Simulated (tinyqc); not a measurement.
Inside a calculation. Model: resistive crossbar, vector-matrix product with wire resistance.

Numbers from tinyqc (`OMP_NUM_THREADS=1 python tinyqc.py 2880053 2880054 out.jsonl`; about 0.02 s on one thread of a shared Intel Xeon 2.30GHz). Printed values are rounded.

2 rows and 2 columns. Cell (i, j) joins row node wij to column node bij. Each row is driven at its left end through one wire segment rw; neighbouring nodes along a row or a column are joined by rw; each column ends below the last row in one more rw and a virtual ground, where its current is read. Ideal output: I_j = sum_i V_i G_ij.

Parameters, values chosen for the exercise:
- rw = 200 ohm (wire resistance between neighbouring cells)
- V = [0.1, 0.19] V (input voltages of the rows)

## The nodal equations

cell conductances G (uS):

|  | column 1 | column 2 |
|---|---|---|
| row 1 | 69 | 68 |
| row 2 | 71 | 40 |

Kirchhoff current law at every node, A x = b: A holds the sum of the conductances at a node on the diagonal and minus the conductance between two nodes off it (wire conductance 1/rw); b = V_i/rw at the first node of row i.

A (uS):

|  | w11 | w12 | w21 | w22 | b11 | b12 | b21 | b22 |
|---|---|---|---|---|---|---|---|---|
| w11 | 10069.00 | -5000 | 0 | 0 | -69 | 0 | 0 | 0 |
| w12 | -5000 | 5068 | 0 | 0 | 0 | -68 | 0 | 0 |
| w21 | 0 | 0 | 10071.00 | -5000 | 0 | 0 | -71 | 0 |
| w22 | 0 | 0 | -5000 | 5040 | 0 | 0 | 0 | -40 |
| b11 | -69 | 0 | 0 | 0 | 5069 | 0 | -5000 | 0 |
| b12 | 0 | -68 | 0 | 0 | 0 | 5068 | 0 | -5000 |
| b21 | 0 | 0 | -71 | 0 | -5000 | 0 | 10071.00 | 0 |
| b22 | 0 | 0 | 0 | -40 | 0 | -5000 | 0 | 10040 |

b (uA): w11 500, w12 0, w21 950, w22 0, b11 0, b12 0, b21 0, b22 0

## Node voltages and column currents

Solve A x = b; I_j = b2j/rw.

row nodes (mV): w11 97.47111, w12 96.21648, w21 185.9598, w22 184.5054
column nodes (mV): b11 5.134312, b12 3.963648, b21 3.860064, b22 2.709010
column currents (uA): column 1 19.30032, column 2 13.54505

## Error against the ideal product

Ideal I_j = sum_i V_i G_ij; error = I/ideal - 1.

ideal currents (uA): column 1 20.39, column 2 14.4
error (%): column 1 -5.344, column 2 -5.937

The largest error is in column 2. All currents fall short, since the wires take part of the voltage.
